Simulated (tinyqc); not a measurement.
# Changing the thickness t

Model: single-domain magnet: Stoner-Wohlfarth switching, Neel-Arrhenius retention, LLG dynamics and spin torque. Computed by tinyqc, a small Python program. Command: `OMP_NUM_THREADS=1 python tinyqc.py 3018058 3018059 out.jsonl macro sweep`. One thread of a shared host (Intel(R) Xeon(R) Processor @ 2.30GHz), about 0.02 s of CPU time with the checks.

The moment is uniform, with unit vector m; z is the easy axis. mu_0 = 1.25663706212e-6 T m/A, gamma = 1.76085963023e11 rad/(s T).

Inputs (values chosen for the exercise, for a model magnet): saturation magnetisation M_s = 862 kA/m; diameter d = 16 nm; interface anisotropy K_i = 1.04 mJ/m^2; bulk anisotropy K_u = 11 kJ/m^3; exchange stiffness A = 14 pJ/m; temperature T = 358 K; attempt frequency f0 = 1 GHz; waiting time t_w = 0.001 s; damping alpha = 0.0075; spin-torque efficiency eta = 0.53; drive I/I_c0 = 2.1.

Shape: thin disc, easy axis normal to it.

Constants: k_B = 1.380649e-23 J/K; e = 1.602176634e-19 C; hbar = 1.054571817e-34 J s.

Method:
- The disc is treated as an oblate spheroid with p = t/d: N_z = [1 - p arccos(p)/sqrt(1 - p^2)]/(1 - p^2); V = pi d^2 t/4; K_eff = K_u + K_i/t + K_shape, K_shape = -(mu_0 M_s^2/4)(3 N_z - 1); mu_0 H_K = 2 K_eff/M_s.
- Delta = K_eff V/(k_B T); tau = exp(Delta)/f0; probability of a flip within t_w: P = 1 - exp(-t_w/tau). Wall width parameter sqrt(A/K_eff); a two-domain state costs 4 sqrt(A K_eff) times the cross-section that the wall cuts (d t).
- For axial symmetry and a polariser along z: I_c0 = (4 e alpha/(hbar eta)) K_eff V; relaxation time tau_D = (1 + alpha^2)/(alpha gamma mu_0 H_K); thermal start angle theta_0 = 1/sqrt(2 Delta); switching time about tau_D ln(pi/(2 theta_0))/(I/I_c0 - 1); precession frequency gamma mu_0 H_K/(2 pi (1 + alpha^2)).

One run for each value; columns: (1) thickness t (nm); (2) K_eff (kJ/m^3); (3) stability factor Delta; (4) anisotropy field mu_0 H_K (T); (5) critical current I_c0 (microampere):
```
(1)       (2)     (3)     (4)     (5)
0.700  1075.4  30.623  2.4952  13.016
0.875   788.9  28.081  1.8305  11.936
1.050   601.2  25.679  1.3949  10.915
1.220   473.0  23.474  1.0974   9.978
1.400   373.5  21.272  0.8666   9.042
1.570   302.4  19.313  0.7016   8.209
1.750   243.9  17.362  0.5659   7.380
1.920   200.1  15.632  0.4644   6.644
2.100   162.9  13.913  0.3779   5.914
```

Describe and explain the trends.

Over the rows, K_eff (kJ/m^3) falls from 1080 to 163 (exponent d ln y / d ln x -1.4 between the first rows and -2.3 between the last); stability factor Delta falls from 30.6 to 13.9 (exponent d ln y / d ln x -0.39 between the first rows and -1.3 between the last); anisotropy field mu_0 H_K (T) falls from 2.50 to 0.378 (exponent d ln y / d ln x -1.4 between the first rows and -2.3 between the last). K_eff t = K_i + (K_u + K_shape) t: the interface term is spread over more volume as t grows.

Caution (all rows): a flat cylinder has a smaller N_z than the spheroid of the same t/d, so K_eff of a real disc is larger.

Extremes, crossings and ranges named in words are read from the listed rows.
